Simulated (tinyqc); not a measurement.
Through the band inversion: Shockley state of an s-p chain by decimation.

Each site has s at -d/2 and p at +d/2: H0 = diag(-d/2, d/2). The block to the next site on the right is H1 = [[-ts, u], [-u, tp]] (rows s, p of site n; columns s, p of site n + 1). Bulk: H(k) = [[-d/2 - 2 ts cos k, 2i u sin k], [-2i u sin k, d/2 + 2 tp cos k]]. The bands are inverted at k = pi if d < 2 (ts + tp).

Values chosen for the exercise: ts = 1.16 eV (s-s hopping); tp = 1.01 eV (p-p hopping); u = 0.71 eV (s-p hopping).

d = f 2 (ts + tp). Gap edges from 201 k points; levels in the gap from an open chain of 60 sites (their mean, and the weight on the two end sites summed over them, divided by their number); a dash: none.

Against d:
```
f     d (eV)  top of lower band (eV)  bottom of upper band (eV)  levels in the gap  mean level (eV)  end weight
0.10   0.434                 -1.3754                     1.4279                  2           0.0150       0.947
0.30   1.302                 -1.2193                     1.3767                  2           0.0450       0.871
0.50   2.170                 -0.9296                     1.1920                  2           0.0750       0.718
0.70   3.038                 -0.5010                     0.8010                  2           0.1050       0.488
0.85   3.689                 -0.1755                     0.4755                  2           0.1275       0.266
1.15   4.991                 -0.1755                     0.4755                  0                -           -
1.30   5.642                 -0.5010                     0.8010                  0                -           -
1.60   6.944                 -1.1520                     1.4520                  0                -           -
```

What does the comparison show?

Levels in the gap appear for f = 0.1, 0.3, 0.5, 0.7 and 0.85 and for none of the other rows; the gap closes at f = 1. The level lies at 0.0150 eV for f = 0.1 and 0.1275 eV for f = 0.85, on the line E = d (ts - tp)/(2 (ts + tp)), and its end weight goes from 0.95 to 0.27: no shift of the surface potential is needed, the inversion alone binds it.

Computed by tinyqc, a small Python program: `OMP_NUM_THREADS=1 python tinyqc.py 1480111 1480112 out.jsonl` (the numbers bound the seed that draws the inputs); one thread of a shared host (Intel(R) Xeon(R) Processor @ 2.30GHz), about 0.2 s for the whole set of steps.
